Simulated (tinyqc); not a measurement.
Time-dependent dielectric breakdown: cell percolation, Weibull statistics, area scaling and voltage extrapolation: one step, computed by the program tinyqc. Command: `OMP_NUM_THREADS=1 python tinyqc.py 3019093 3019094 out.jsonl tddb walk`. One thread of a shared host (Intel(R) Xeon(R) Processor @ 2.30GHz), about 0.01 s of CPU time with the checks.

The oxide is divided into columns of area a^2, each holding m = t_ox/a cells (m is taken as continuous). A share lambda(t) = (t/t_1)^alpha of the cells is defective, and a column whose cells are all defective breaks down.

Problem. Weibull parameters from the cell model. Failure fraction F = 1 - (1 - lambda^m)^N with N = A/a^2 columns, which for small lambda^m is 1 - exp(-(t/t63)^beta) with beta = alpha m and t63 = t_1 N^(-1/beta); critical share lambda(t63) = N^(-1/m). 1 um^2 = 1e6 nm^2.

Inputs (values chosen for the exercise, for a model gate oxide):

| quantity | value | unit |
|---|---|---|
| oxide thickness t_ox | 3.1 | nm |
| defect cell size a | 1.4 | nm |
| exponent alpha of defect growth | 0.9 | - |
| time t_1 at which the occupied share would reach 1 | 95000 | s |
| test area A | 10 | um^2 |

Give: cells per column m; columns N; Weibull slope beta; characteristic life t63; critical share of defective cells.

Solution.

cells per column m = 2.214

columns N = 5.102e+06

Weibull slope beta = 1.993

characteristic life t63 = 40.91 s

critical share of defective cells = 9.348e-04

Times between F = 10 % and 90 % span a factor 4.7: the smaller beta = alpha m, the wider the scatter. Caution: t_1 is an input here; in a real oxide it changes with thickness at fixed voltage.
